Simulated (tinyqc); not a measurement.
Worked calculation (part 1 of 2): RKS/exchange-only LDA in the 3-21g basis, for H3+, spin multiplicity 1. Computed by tinyqc, a small Python program that keeps every step (integrals from PySCF). Settings: charge = 1, multiplicity = 1, basis = 3-21g, energy threshold = 1e-08, iteration cap = 84, orthogonalisation = symmetric, start = Wolfsberg-Helmholz matrix, DIIS depth = 0, damping = 0.5, shift = 0.2, method = RKS, functional = Slater exchange alone, grid = [15, 86]. Command: `OMP_NUM_THREADS=1 python tinyqc.py 24519 24520 out.jsonl` (the two numbers bound the seeds that draw the settings). One thread of a shared host (Intel(R) Xeon(R) Processor @ 2.60GHz), about 0.2 s of CPU time with the checks. Later iterations appear only in the table of the cycle.

## One-electron integrals

Geometry (angstrom):
```
atom       x       y       z
H     0.0000  0.0000  0.0000
H     0.0000  0.0000  1.0470
H     0.0000  0.9980  0.5240
```

Basis 3-21g: exponents (1/bohr^2) and contraction coefficients of normalised primitives:
```
element  l (shell)  exponent  coefficient
H            s (1)    5.4472       0.1563
H            s (1)    0.8245       0.9047
H            s (2)    0.1832       1.0000
```

Overlap, kinetic and nuclear-attraction integrals over the contracted functions; the nuclear repulsion is the sum of Za Zb / Rab.

nuclear repulsion = 1.444539 hartree

overlap S, order 1H 1s, 1H 2s, 2H 1s, 2H 2s, 3H 1s, 3H 2s:
$$\begin{pmatrix}
1.0000 & 0.6459 & 0.1725 & 0.3573 & 0.1322 & 0.3252 \\
0.6459 & 1.0000 & 0.3573 & 0.6987 & 0.3252 & 0.6599 \\
0.1725 & 0.3573 & 1.0000 & 0.6459 & 0.1324 & 0.3254 \\
0.3573 & 0.6987 & 0.6459 & 1.0000 & 0.3254 & 0.6602 \\
0.1322 & 0.3252 & 0.1324 & 0.3254 & 1.0000 & 0.6459 \\
0.3252 & 0.6599 & 0.3254 & 0.6602 & 0.6459 & 1.0000
\end{pmatrix}$$

kinetic energy T (hartree), order 1H 1s, 1H 2s, 2H 1s, 2H 2s, 3H 1s, 3H 2s:
$$\begin{pmatrix}
1.5494 & 0.2932 & -0.0331 & 0.0980 & -0.0538 & 0.0800 \\
0.2932 & 0.2748 & 0.0980 & 0.1461 & 0.0800 & 0.1311 \\
-0.0331 & 0.0980 & 1.5494 & 0.2932 & -0.0537 & 0.0801 \\
0.0980 & 0.1461 & 0.2932 & 0.2748 & 0.0801 & 0.1312 \\
-0.0538 & 0.0800 & -0.0537 & 0.0801 & 1.5494 & 0.2932 \\
0.0800 & 0.1311 & 0.0801 & 0.1312 & 0.2932 & 0.2748
\end{pmatrix}$$

nuclear attraction V (hartree), order 1H 1s, 1H 2s, 2H 1s, 2H 2s, 3H 1s, 3H 2s:
$$\begin{pmatrix}
-2.6956 & -1.4101 & -0.4258 & -0.8068 & -0.3170 & -0.7324 \\
-1.4101 & -1.5802 & -0.8069 & -1.1827 & -0.7234 & -1.1165 \\
-0.4258 & -0.8069 & -2.6958 & -1.4102 & -0.3176 & -0.7329 \\
-0.8068 & -1.1827 & -1.4102 & -1.5803 & -0.7238 & -1.1169 \\
-0.3170 & -0.7234 & -0.3176 & -0.7238 & -2.6600 & -1.3878 \\
-0.7324 & -1.1165 & -0.7329 & -1.1169 & -1.3878 & -1.5580
\end{pmatrix}$$

core Hamiltonian H = T + V (hartree), order 1H 1s, 1H 2s, 2H 1s, 2H 2s, 3H 1s, 3H 2s:
$$\begin{pmatrix}
-1.1462 & -1.1169 & -0.4589 & -0.7088 & -0.3708 & -0.6525 \\
-1.1169 & -1.3054 & -0.7089 & -1.0366 & -0.6434 & -0.9854 \\
-0.4589 & -0.7089 & -1.1464 & -1.1171 & -0.3713 & -0.6529 \\
-0.7088 & -1.0366 & -1.1171 & -1.3055 & -0.6437 & -0.9857 \\
-0.3708 & -0.6434 & -0.3713 & -0.6437 & -1.1105 & -1.0946 \\
-0.6525 & -0.9854 & -0.6529 & -0.9857 & -1.0946 & -1.2832
\end{pmatrix}$$

## Two-electron integrals

Functions are numbered as in S; the eight-fold symmetry (ij|kl) = (ji|kl) = (kl|ij) leaves the list below.

Two-electron integrals (ij|kl) in chemists' order, unique and non-zero (hartree):
```
(11|11) 1.1401   (21|11) 0.6114   (21|21) 0.3452   (22|11) 0.6264
(22|21) 0.3803   (22|22) 0.4830   (31|11) 0.1433   (31|21) 0.0837
(31|22) 0.0971   (31|31) 0.0306   (32|11) 0.2058   (32|21) 0.1278
(32|22) 0.1686   (32|31) 0.0513   (32|32) 0.1050   (33|11) 0.5015
(33|21) 0.3191   (33|22) 0.4444   (33|31) 0.1433   (33|32) 0.3284
(33|33) 1.1401   (41|11) 0.3284   (41|21) 0.1866   (41|22) 0.2080
(41|31) 0.0513   (41|32) 0.0803   (41|33) 0.2058   (41|41) 0.1050
(42|11) 0.3973   (42|21) 0.2438   (42|22) 0.3183   (42|31) 0.0745
(42|32) 0.1414   (42|33) 0.3973   (42|41) 0.1414   (42|42) 0.2358
(43|11) 0.3191   (43|21) 0.2017   (43|22) 0.2793   (43|31) 0.0837
(43|32) 0.1866   (43|33) 0.6114   (43|41) 0.1278   (43|42) 0.2438
(43|43) 0.3452   (44|11) 0.4444   (44|21) 0.2793   (44|22) 0.3886
(44|31) 0.0971   (44|32) 0.2080   (44|33) 0.6264   (44|41) 0.1686
(44|42) 0.3183   (44|43) 0.3803   (44|44) 0.4830   (51|11) 0.1058
(51|21) 0.0623   (51|22) 0.0733   (51|31) 0.0177   (51|32) 0.0288
(51|33) 0.0734   (51|41) 0.0358   (51|42) 0.0512   (51|43) 0.0462
(51|44) 0.0621   (51|51) 0.0179   (52|11) 0.1771   (52|21) 0.1108
(52|22) 0.1488   (52|31) 0.0330   (52|32) 0.0612   (52|33) 0.1632
(52|41) 0.0644   (52|42) 0.1090   (52|43) 0.1030   (52|44) 0.1419
(52|51) 0.0352   (52|52) 0.0869   (53|11) 0.0735   (53|21) 0.0462
(53|22) 0.0622   (53|31) 0.0178   (53|32) 0.0358   (53|33) 0.1060
(53|41) 0.0289   (53|42) 0.0513   (53|43) 0.0624   (53|44) 0.0735
(53|51) 0.0141   (53|52) 0.0331   (53|53) 0.0179   (54|11) 0.1632
(54|21) 0.1030   (54|22) 0.1419   (54|31) 0.0330   (54|32) 0.0645
(54|33) 0.1773   (54|41) 0.0612   (54|42) 0.1090   (54|43) 0.1109
(54|44) 0.1489   (54|51) 0.0331   (54|52) 0.0853   (54|53) 0.0353
(54|54) 0.0870   (55|11) 0.4674   (55|21) 0.2989   (55|22) 0.4249
(55|31) 0.0900   (55|32) 0.1754   (55|33) 0.4676   (55|41) 0.1753
(55|42) 0.3189   (55|43) 0.2990   (55|44) 0.4250   (55|51) 0.1058
(55|52) 0.2975   (55|53) 0.1060   (55|54) 0.2977   (55|55) 1.1401
(61|11) 0.2975   (61|21) 0.1693   (61|22) 0.1890   (61|31) 0.0436
(61|32) 0.0677   (61|33) 0.1710   (61|41) 0.0934   (61|42) 0.1248
(61|43) 0.1074   (61|44) 0.1459   (61|51) 0.0352   (61|52) 0.0642
(61|53) 0.0266   (61|54) 0.0598   (61|55) 0.1771   (61|61) 0.0869
(62|11) 0.3698   (62|21) 0.2273   (62|22) 0.2980   (62|31) 0.0631
(62|32) 0.1154   (62|33) 0.3124   (62|41) 0.1280   (62|42) 0.2082
(62|43) 0.1952   (62|44) 0.2676   (62|51) 0.0539   (62|52) 0.1209
(62|53) 0.0491   (62|54) 0.1175   (62|55) 0.3698   (62|61) 0.1209
(62|62) 0.2103   (63|11) 0.1711   (63|21) 0.1075   (63|22) 0.1460
(63|31) 0.0436   (63|32) 0.0934   (63|33) 0.2977   (63|41) 0.0677
(63|42) 0.1249   (63|43) 0.1694   (63|44) 0.1891   (63|51) 0.0266
(63|52) 0.0598   (63|53) 0.0353   (63|54) 0.0643   (63|55) 0.1773
(63|61) 0.0585   (63|62) 0.1059   (63|63) 0.0870   (64|11) 0.3124
(64|21) 0.1953   (64|22) 0.2676   (64|31) 0.0632   (64|32) 0.1281
(64|33) 0.3699   (64|41) 0.1155   (64|42) 0.2082   (64|43) 0.2274
(64|44) 0.2981   (64|51) 0.0491   (64|52) 0.1174   (64|53) 0.0540
(64|54) 0.1210   (64|55) 0.3699   (64|61) 0.1058   (64|62) 0.1985
(64|63) 0.1210   (64|64) 0.2105   (65|11) 0.2989   (65|21) 0.1900
(65|22) 0.2680   (65|31) 0.0570   (65|32) 0.1109   (65|33) 0.2990
(65|41) 0.1109   (65|42) 0.2000   (65|43) 0.1901   (65|44) 0.2680
(65|51) 0.0623   (65|52) 0.1693   (65|53) 0.0624   (65|54) 0.1694
(65|55) 0.6114   (65|61) 0.1108   (65|62) 0.2273   (65|63) 0.1109
(65|64) 0.2274   (65|65) 0.3452   (66|11) 0.4249   (66|21) 0.2680
(66|22) 0.3768   (66|31) 0.0782   (66|32) 0.1538   (66|33) 0.4250
(66|41) 0.1538   (66|42) 0.2765   (66|43) 0.2680   (66|44) 0.3769
(66|51) 0.0733   (66|52) 0.1890   (66|53) 0.0735   (66|54) 0.1891
(66|55) 0.6264   (66|61) 0.1488   (66|62) 0.2980   (66|63) 0.1489
(66|64) 0.2981   (66|65) 0.3803   (66|66) 0.4830
```

## Orthogonalisation

S = U s U^T; symmetric (Loewdin) form X = U s^(-1/2) U^T, so that X^T S X = 1.

eigenvalues of S: [0.1739, 0.1933, 0.3991, 0.9549, 1.0403, 3.2385]

X, order 1H 1s, 1H 2s, 2H 1s, 2H 2s, 3H 1s, 3H 2s:
$$\begin{pmatrix}
1.2440 & -0.4977 & -0.0035 & 0.0101 & 0.0140 & 0.0123 \\
-0.4977 & 1.7147 & 0.0102 & -0.4587 & 0.0076 & -0.3823 \\
-0.0035 & 0.0102 & 1.2440 & -0.4977 & 0.0139 & 0.0123 \\
0.0101 & -0.4587 & -0.4977 & 1.7151 & 0.0076 & -0.3828 \\
0.0140 & 0.0076 & 0.0139 & 0.0076 & 1.2437 & -0.4951 \\
0.0123 & -0.3823 & 0.0123 & -0.3828 & -0.4951 & 1.6535
\end{pmatrix}$$

## Starting guess

The start is the generalised Wolfsberg-Helmholz matrix (K = 1.75) built on H; D = 2 C_occ C_occ^T.

D at the start, order 1H 1s, 1H 2s, 2H 1s, 2H 2s, 3H 1s, 3H 2s:
$$\begin{pmatrix}
0.0336 & 0.0813 & 0.0337 & 0.0814 & 0.0259 & 0.0745 \\
0.0813 & 0.1966 & 0.0814 & 0.1967 & 0.0626 & 0.1800 \\
0.0337 & 0.0814 & 0.0337 & 0.0815 & 0.0259 & 0.0746 \\
0.0814 & 0.1967 & 0.0815 & 0.1967 & 0.0626 & 0.1801 \\
0.0259 & 0.0626 & 0.0259 & 0.0626 & 0.0199 & 0.0573 \\
0.0745 & 0.1800 & 0.0746 & 0.1801 & 0.0573 & 0.1648
\end{pmatrix}$$

## Iteration 1: exchange-correlation on the grid

Becke grid with 15 radial and 86 angular points per atom, points of zero weight dropped. rho = sum D_ij phi_i phi_j; V_xc,ij = sum w v_xc phi_i phi_j; v_xc is d(rho eps)/d rho.

The 12 grid points with the largest w rho, of 3856 (bohr, atomic units):
```
x             y       z       w     rho   eps_xc     v_xc
-0.6749  0.6749  1.3036  0.0595  0.0575  -0.2850  -0.3800
0.6749   0.6749  1.3036  0.0595  0.0575  -0.2850  -0.3800
0.6749   0.6749  0.6749  0.0596  0.0574  -0.2850  -0.3800
-0.6749  0.6749  0.6749  0.0596  0.0574  -0.2850  -0.3800
-1.4049  0.6091  1.3695  0.1444  0.0234  -0.2114  -0.2818
1.4049   0.6091  1.3695  0.1444  0.0234  -0.2114  -0.2818
1.4049   0.6091  0.6091  0.1444  0.0234  -0.2113  -0.2818
-1.4049  0.6091  0.6091  0.1444  0.0234  -0.2113  -0.2818
-1.5281  0.0000  1.3618  0.1797  0.0186  -0.1957  -0.2610
1.5281   0.0000  1.3618  0.1797  0.0186  -0.1957  -0.2610
-1.5281  0.0000  0.6167  0.1797  0.0186  -0.1957  -0.2610
1.5281   0.0000  0.6167  0.1797  0.0186  -0.1957  -0.2610
```

electrons on the grid, sum of w rho = 2.0003

E_xc = sum of w rho eps_xc = -0.427262 hartree

V_xc (hartree), order 1H 1s, 1H 2s, 2H 1s, 2H 2s, 3H 1s, 3H 2s:
$$\begin{pmatrix}
-0.3701 & -0.2141 & -0.0664 & -0.1241 & -0.0492 & -0.1125 \\
-0.2141 & -0.2461 & -0.1242 & -0.1866 & -0.1074 & -0.1744 \\
-0.0664 & -0.1242 & -0.3702 & -0.2142 & -0.0493 & -0.1126 \\
-0.1241 & -0.1866 & -0.2142 & -0.2462 & -0.1075 & -0.1745 \\
-0.0492 & -0.1074 & -0.0493 & -0.1075 & -0.3431 & -0.2007 \\
-0.1125 & -0.1744 & -0.1126 & -0.1745 & -0.2007 & -0.2361
\end{pmatrix}$$

## Iteration 1: building the Kohn-Sham matrix

J_ij = sum D_kl (ij|kl); F = H + J + V_xc; E = tr D H + tr D J / 2 + E_xc + E_nn.

Coulomb J (hartree), order 1H 1s, 1H 2s, 2H 1s, 2H 2s, 3H 1s, 3H 2s:
$$\begin{pmatrix}
1.1511 & 0.7005 & 0.2129 & 0.4048 & 0.1600 & 0.3677 \\
0.7005 & 0.9061 & 0.4049 & 0.6698 & 0.3548 & 0.6275 \\
0.2129 & 0.4049 & 1.1514 & 0.7006 & 0.1603 & 0.3679 \\
0.4048 & 0.6698 & 0.7006 & 0.9063 & 0.3550 & 0.6277 \\
0.1600 & 0.3548 & 0.1603 & 0.3550 & 1.0853 & 0.6661 \\
0.3677 & 0.6275 & 0.3679 & 0.6277 & 0.6661 & 0.8778
\end{pmatrix}$$

Kohn-Sham matrix F (hartree), order 1H 1s, 1H 2s, 2H 1s, 2H 2s, 3H 1s, 3H 2s:
$$\begin{pmatrix}
-0.3652 & -0.6306 & -0.3123 & -0.4282 & -0.2601 & -0.3974 \\
-0.6306 & -0.6454 & -0.4282 & -0.5534 & -0.3960 & -0.5323 \\
-0.3123 & -0.4282 & -0.3652 & -0.6306 & -0.2604 & -0.3975 \\
-0.4282 & -0.5534 & -0.6306 & -0.6454 & -0.3962 & -0.5325 \\
-0.2601 & -0.3960 & -0.2604 & -0.3962 & -0.3684 & -0.6293 \\
-0.3974 & -0.5323 & -0.3975 & -0.5325 & -0.6293 & -0.6414
\end{pmatrix}$$

total energy of this density = -1.078771 hartree

This density is the starting one.

## Iteration 1: diagonalisation and new density

A level shift of 0.2 hartree raises the virtual space: F + shift (S - S D(s) S), with D(s) the density of one spin (D/2). Diagonalise F' = X^T F X, C = X C', fill 1 alpha and 1 beta electrons from the bottom; D = 2 C_occ C_occ^T; the new density keeps 0.5 of the old one (damping). Each column has its largest component positive (the first on a tie).

F' = X^T F X (hartree):
$$\begin{pmatrix}
0.2243 & -0.5586 & -0.1261 & -0.0926 & -0.0793 & -0.0879 \\
-0.5586 & 0.0367 & -0.0926 & -0.1618 & -0.0898 & -0.1547 \\
-0.1261 & -0.0926 & 0.2243 & -0.5586 & -0.0795 & -0.0880 \\
-0.0926 & -0.1618 & -0.5586 & 0.0368 & -0.0898 & -0.1547 \\
-0.0793 & -0.0898 & -0.0795 & -0.0898 & 0.2196 & -0.5566 \\
-0.0879 & -0.1547 & -0.0880 & -0.1547 & -0.5566 & 0.0293
\end{pmatrix}$$

orbital energies (hartree): MO1 -0.8783, MO2 -0.2377, MO3 -0.1977, MO4 0.6301, MO5 0.7079, MO6 0.7466

coefficients C, order 1H 1s, 1H 2s, 2H 1s, 2H 2s, 3H 1s, 3H 2s:
$$\begin{pmatrix}
0.2486 & -0.1821 & -0.2974 & 0.7851 & 0.4230 & 0.9039 \\
0.2216 & -0.4675 & -0.9371 & -0.6149 & -0.6429 & -1.2679 \\
0.2486 & -0.1806 & 0.2983 & 0.7855 & 0.4189 & -0.9054 \\
0.2216 & -0.4635 & 0.9395 & -0.6158 & -0.6373 & 1.2706 \\
0.2354 & 0.3594 & -0.0008 & 0.6300 & -1.1004 & 0.0028 \\
0.2187 & 0.9708 & -0.0027 & -0.3577 & 1.4677 & -0.0036
\end{pmatrix}$$

D after iteration 1, order 1H 1s, 1H 2s, 2H 1s, 2H 2s, 3H 1s, 3H 2s:
$$\begin{pmatrix}
0.0786 & 0.0957 & 0.0786 & 0.0958 & 0.0715 & 0.0916 \\
0.0957 & 0.1474 & 0.0958 & 0.1474 & 0.0835 & 0.1385 \\
0.0786 & 0.0958 & 0.0787 & 0.0958 & 0.0715 & 0.0916 \\
0.0958 & 0.1474 & 0.0958 & 0.1475 & 0.0835 & 0.1385 \\
0.0715 & 0.0835 & 0.0715 & 0.0835 & 0.0654 & 0.0801 \\
0.0916 & 0.1385 & 0.0916 & 0.1385 & 0.0801 & 0.1302
\end{pmatrix}$$

## Iteration 2: exchange-correlation on the grid

As before.

The 12 grid points with the largest w rho, of 3856 (bohr, atomic units):
```
x             y       z       w     rho   eps_xc     v_xc
0.6749   0.6749  1.3036  0.0595  0.0604  -0.2898  -0.3864
-0.6749  0.6749  1.3036  0.0595  0.0604  -0.2898  -0.3864
0.6749   0.6749  0.6749  0.0596  0.0604  -0.2897  -0.3863
-0.6749  0.6749  0.6749  0.0596  0.0604  -0.2897  -0.3863
-0.4375  0.8019  0.9902  0.0451  0.0751  -0.3116  -0.4155
0.4375   0.8019  0.9902  0.0451  0.0751  -0.3116  -0.4155
0.8117   0.2210  1.1668  0.0628  0.0536  -0.2785  -0.3713
-0.8117  0.2210  1.1668  0.0628  0.0536  -0.2785  -0.3713
0.8117   0.2210  0.8117  0.0628  0.0536  -0.2784  -0.3713
-0.8117  0.2210  0.8117  0.0628  0.0536  -0.2784  -0.3713
-0.8117  1.0742  0.7692  0.0677  0.0480  -0.2685  -0.3579
0.8117   1.0742  0.7692  0.0677  0.0480  -0.2685  -0.3579
```

electrons on the grid, sum of w rho = 2.0003

E_xc = sum of w rho eps_xc = -0.459147 hartree

V_xc (hartree), order 1H 1s, 1H 2s, 2H 1s, 2H 2s, 3H 1s, 3H 2s:
$$\begin{pmatrix}
-0.3882 & -0.2201 & -0.0688 & -0.1277 & -0.0512 & -0.1159 \\
-0.2201 & -0.2446 & -0.1278 & -0.1865 & -0.1119 & -0.1749 \\
-0.0688 & -0.1278 & -0.3883 & -0.2201 & -0.0513 & -0.1160 \\
-0.1277 & -0.1865 & -0.2201 & -0.2447 & -0.1120 & -0.1749 \\
-0.0512 & -0.1119 & -0.0513 & -0.1120 & -0.3687 & -0.2099 \\
-0.1159 & -0.1749 & -0.1160 & -0.1749 & -0.2099 & -0.2365
\end{pmatrix}$$

## Iteration 2: building the Kohn-Sham matrix

As before.

Coulomb J (hartree), order 1H 1s, 1H 2s, 2H 1s, 2H 2s, 3H 1s, 3H 2s:
$$\begin{pmatrix}
1.1982 & 0.7243 & 0.2219 & 0.4194 & 0.1674 & 0.3814 \\
0.7243 & 0.9260 & 0.4195 & 0.6862 & 0.3704 & 0.6446 \\
0.2219 & 0.4195 & 1.1985 & 0.7244 & 0.1676 & 0.3817 \\
0.4194 & 0.6862 & 0.7244 & 0.9261 & 0.3706 & 0.6448 \\
0.1674 & 0.3704 & 0.1676 & 0.3706 & 1.1423 & 0.6950 \\
0.3814 & 0.6446 & 0.3817 & 0.6448 & 0.6950 & 0.9019
\end{pmatrix}$$

Kohn-Sham matrix F (hartree), order 1H 1s, 1H 2s, 2H 1s, 2H 2s, 3H 1s, 3H 2s:
$$\begin{pmatrix}
-0.3363 & -0.6127 & -0.3058 & -0.4171 & -0.2547 & -0.3870 \\
-0.6127 & -0.6240 & -0.4171 & -0.5368 & -0.3850 & -0.5157 \\
-0.3058 & -0.4171 & -0.3363 & -0.6127 & -0.2550 & -0.3872 \\
-0.4171 & -0.5368 & -0.6127 & -0.6241 & -0.3852 & -0.5158 \\
-0.2547 & -0.3850 & -0.2550 & -0.3852 & -0.3370 & -0.6096 \\
-0.3870 & -0.5157 & -0.3872 & -0.5158 & -0.6096 & -0.6178
\end{pmatrix}$$

total energy of this density = -1.123806 hartree

This density is a damped mixture and is not idempotent.

## Iteration 2: diagonalisation and new density

As before.

F' = X^T F X (hartree):
$$\begin{pmatrix}
0.2477 & -0.5578 & -0.1302 & -0.0925 & -0.0841 & -0.0886 \\
-0.5578 & 0.0568 & -0.0925 & -0.1550 & -0.0907 & -0.1482 \\
-0.1302 & -0.0925 & 0.2477 & -0.5578 & -0.0843 & -0.0886 \\
-0.0925 & -0.1550 & -0.5578 & 0.0568 & -0.0907 & -0.1482 \\
-0.0841 & -0.0907 & -0.0843 & -0.0907 & 0.2444 & -0.5568 \\
-0.0886 & -0.1482 & -0.0886 & -0.1482 & -0.5568 & 0.0507
\end{pmatrix}$$

orbital energies (hartree): MO1 -0.8527, MO2 -0.2154, MO3 -0.1778, MO4 0.6526, MO5 0.7298, MO6 0.7675

coefficients C, order 1H 1s, 1H 2s, 2H 1s, 2H 2s, 3H 1s, 3H 2s:
$$\begin{pmatrix}
0.2529 & -0.1780 & -0.2906 & 0.7911 & 0.4107 & 0.9062 \\
0.2182 & -0.4734 & -0.9466 & -0.6268 & -0.6281 & -1.2608 \\
0.2530 & -0.1765 & 0.2914 & 0.7916 & 0.4066 & -0.9076 \\
0.2182 & -0.4693 & 0.9491 & -0.6278 & -0.6223 & 1.2634 \\
0.2405 & 0.3514 & -0.0008 & 0.6085 & -1.1139 & 0.0029 \\
0.2155 & 0.9818 & -0.0028 & -0.3342 & 1.4663 & -0.0037
\end{pmatrix}$$

D after iteration 2, order 1H 1s, 1H 2s, 2H 1s, 2H 2s, 3H 1s, 3H 2s:
$$\begin{pmatrix}
0.1032 & 0.1030 & 0.1033 & 0.1031 & 0.0966 & 0.1003 \\
0.1030 & 0.1213 & 0.1031 & 0.1213 & 0.0942 & 0.1162 \\
0.1033 & 0.1031 & 0.1033 & 0.1031 & 0.0966 & 0.1003 \\
0.1031 & 0.1213 & 0.1031 & 0.1214 & 0.0942 & 0.1163 \\
0.0966 & 0.0942 & 0.0966 & 0.0942 & 0.0905 & 0.0919 \\
0.1003 & 0.1162 & 0.1003 & 0.1163 & 0.0919 & 0.1116
\end{pmatrix}$$

## Iteration 24 (converged): orbitals

converged F (hartree), order 1H 1s, 1H 2s, 2H 1s, 2H 2s, 3H 1s, 3H 2s:
$$\begin{pmatrix}
-0.3001 & -0.5910 & -0.2979 & -0.4037 & -0.2482 & -0.3745 \\
-0.5910 & -0.5978 & -0.4037 & -0.5165 & -0.3716 & -0.4954 \\
-0.2979 & -0.4037 & -0.3002 & -0.5910 & -0.2485 & -0.3746 \\
-0.4037 & -0.5165 & -0.5910 & -0.5978 & -0.3718 & -0.4955 \\
-0.2482 & -0.3716 & -0.2485 & -0.3718 & -0.2964 & -0.5853 \\
-0.3745 & -0.4954 & -0.3746 & -0.4955 & -0.5853 & -0.5892
\end{pmatrix}$$

Diagonalise F' = X^T F X, C = X C', fill 1 alpha and 1 beta electrons from the bottom; D = 2 C_occ C_occ^T. Each column has its largest component positive (the first on a tie).

F' = X^T F X (hartree):
$$\begin{pmatrix}
0.1061 & -0.5237 & -0.1068 & -0.0587 & -0.0630 & -0.0564 \\
-0.5237 & -0.0782 & -0.0587 & -0.1071 & -0.0595 & -0.1016 \\
-0.1068 & -0.0587 & 0.1061 & -0.5237 & -0.0632 & -0.0564 \\
-0.0587 & -0.1071 & -0.5237 & -0.0782 & -0.0596 & -0.1016 \\
-0.0630 & -0.0595 & -0.0632 & -0.0596 & 0.1037 & -0.5262 \\
-0.0564 & -0.1016 & -0.0564 & -0.1016 & -0.5262 & -0.0851
\end{pmatrix}$$

orbital energies (hartree): MO1 -0.8208, MO2 -0.3876, MO3 -0.3531, MO4 0.4815, MO5 0.5594, MO6 0.5949

coefficients C, order 1H 1s, 1H 2s, 2H 1s, 2H 2s, 3H 1s, 3H 2s:
$$\begin{pmatrix}
0.2577 & -0.1727 & -0.2821 & 0.7992 & 0.3939 & 0.9089 \\
0.2145 & -0.4808 & -0.9583 & -0.6423 & -0.6078 & -1.2519 \\
0.2578 & -0.1712 & 0.2829 & 0.7998 & 0.3895 & -0.9103 \\
0.2146 & -0.4766 & 0.9609 & -0.6434 & -0.6018 & 1.2545 \\
0.2455 & 0.3402 & -0.0008 & 0.5796 & -1.1315 & 0.0031 \\
0.2122 & 0.9970 & -0.0028 & -0.3019 & 1.4636 & -0.0039
\end{pmatrix}$$

D after iteration 24, order 1H 1s, 1H 2s, 2H 1s, 2H 2s, 3H 1s, 3H 2s:
$$\begin{pmatrix}
0.1329 & 0.1106 & 0.1329 & 0.1106 & 0.1265 & 0.1094 \\
0.1106 & 0.0921 & 0.1106 & 0.0921 & 0.1053 & 0.0910 \\
0.1329 & 0.1106 & 0.1329 & 0.1106 & 0.1266 & 0.1094 \\
0.1106 & 0.0921 & 0.1106 & 0.0921 & 0.1053 & 0.0910 \\
0.1265 & 0.1053 & 0.1266 & 0.1053 & 0.1205 & 0.1042 \\
0.1094 & 0.0910 & 0.1094 & 0.0910 & 0.1042 & 0.0900
\end{pmatrix}$$
